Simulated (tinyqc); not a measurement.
Worked calculation: Hubbard chain of 2 sites. One step of it, computed by the program tinyqc.

Task: The many-body Hamiltonian. Basis: all placements (u, d, 2, 0 on each site), up operators ordered before down ones; hops carry the sign of the same-spin electrons passed.

one-body matrix (hopping and site energies) (eV):
```
           1          2
1   0.000000  -1.610000
2  -1.610000   0.000000
```

U = 5.100000 eV

electrons, up and down: 1  1

Give: H.

Result:

H (eV), lower triangle:
```
         20       ud       du      02
20   5.1000
ud  -1.6100   0.0000
du  -1.6100   0.0000   0.0000
02   0.0000  -1.6100  -1.6100  5.1000
```
